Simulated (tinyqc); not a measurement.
From results back to parameters: heavy doping: gap narrowing, degeneracy and the minority density. Four cases, with inputs chosen for the exercise.

Problem. The minority density was computed from a hidden true narrowing dEg.

F_j(eta) = (1/Gamma(j + 1)) integral_0^infinity x^j dx/(1 + exp(x - eta)), which tends to exp(eta) for eta << 0.

Majority: N = Nv F_1/2(eta), eta the distance of EF beyond the majority band edge in kT. Degeneracy factor gam = F_1/2(eta)/exp(eta). ni0^2 = Nc Nv exp(-Eg/kT); product n p = ni0^2 gam exp(dEg/kT), dEg the true narrowing; apparent narrowing dEa = dEg + kT ln gam; minority density = n p/N.

Constants: kB = 8.617333262e-05 eV/K.

Find: dEa; gam; dEg.

Method. dEa = kT ln(minority x N/ni0^2); gam follows from N alone, and dEg = dEa - kT ln gam.

Case 1.

Values chosen (gap and densities of states near those of Si at this temperature; narrowing constants near the fits for Si; the results hold for these values, not for the real material): N = 1.8e+18 1/cm^3 (ionised acceptors, equal to the majority density); Eg = 1.117 eV (gap); Nc = 4.51e+19 1/cm^3 (conduction-band density of states); Nv = 1.78e+19 1/cm^3 (valence-band density of states); T = 400 K.

minority density = 8.96417e+06 1/cm^3

Solution.

dEa = 29.90 meV
gam = 0.9649
dEg = 31.13 meV

Case 2.

Values chosen (gap and densities of states near those of GaAs at this temperature; narrowing constants of the size fitted for Si, not for this material; the results hold for these values, not for the real material): N = 7.9e+18 1/cm^3 (ionised acceptors, equal to the majority density); Eg = 1.351 eV (gap); Nc = 8.23e+17 1/cm^3 (conduction-band density of states); Nv = 1.72e+19 1/cm^3 (valence-band density of states); T = 450 K.

minority density = 7215.22 1/cm^3

Solution.

dEa = 65.67 meV
gam = 0.8510
dEg = 71.93 meV

Case 3.

Values chosen (gap and densities of states near those of Ge at this temperature; narrowing constants of the size fitted for Si, not for this material; the results hold for these values, not for the real material): N = 1.8e+18 1/cm^3 (ionised acceptors, equal to the majority density); Eg = 0.644 eV (gap); Nc = 1.3e+19 1/cm^3 (conduction-band density of states); Nv = 6.25e+18 1/cm^3 (valence-band density of states); T = 350 K.

minority density = 1.40733e+11 1/cm^3

Solution.

dEa = 53.27 meV
gam = 0.9036
dEg = 56.33 meV

Case 4.

Values chosen (gap and densities of states near those of Si at this temperature; narrowing constants near the fits for Si; the results hold for these values, not for the real material): N = 1e+19 1/cm^3 (ionised acceptors, equal to the majority density); Eg = 1.092 eV (gap); Nc = 4.29e+19 1/cm^3 (conduction-band density of states); Nv = 1.7e+19 1/cm^3 (valence-band density of states); T = 400 K.

minority density = 5.28463e+06 1/cm^3

Solution.

dEa = 49.11 meV
gam = 0.8136
dEg = 56.22 meV

Computed by tinyqc, one run a case: `OMP_NUM_THREADS=1 python tinyqc.py N N+1 out.jsonl` with N = 1682437, 1682489, 1682546, 1682661; one thread of a shared Intel(R) Xeon(R) Processor @ 2.30GHz, about 0.01 s a run at most.
